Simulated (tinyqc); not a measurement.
Wafer bonding and layer transfer: bond energy, gap closing, particles, bonding of dissimilar wafers and hydrogen blisters: one step, computed by the program tinyqc. Command: `OMP_NUM_THREADS=1 python tinyqc.py 3002233 3002234 out.jsonl bond walk`. One thread of a shared host (Intel(R) Xeon(R) Processor @ 2.30GHz), about 0.01 s of CPU time with the checks.

gamma is the energy per area of each of the two surfaces; plates are isotropic, and both wafers have E1 and t1.

Question. Does a shallow gap close? E' = E1/(1 - nu^2), equal wafers of thickness t1 assumed. A gap of radius R closes if h_g < h_c: h_c = R^2/sqrt((2/3) E' t1^3/gamma) for R > 2 t1 (plate bending), h_c = 3.6 sqrt(R gamma/E') for R < 2 t1 (local deformation).

Inputs (values chosen for the exercise, for model wafers): Young's modulus E1 = 133 GPa; Poisson ratio nu = 0.2; thickness t1 = 725 micrometre; radius of a shallow gap R = 0.094 mm; half height of the gap h_g = 0.96 nm.

bond energy gamma = 0.3187334 J/m^2

Give: closable height h_c; h_g/h_c.

Answer.

closable height h_c = 52.941 nm

h_g/h_c = 0.018133

The gap closes.
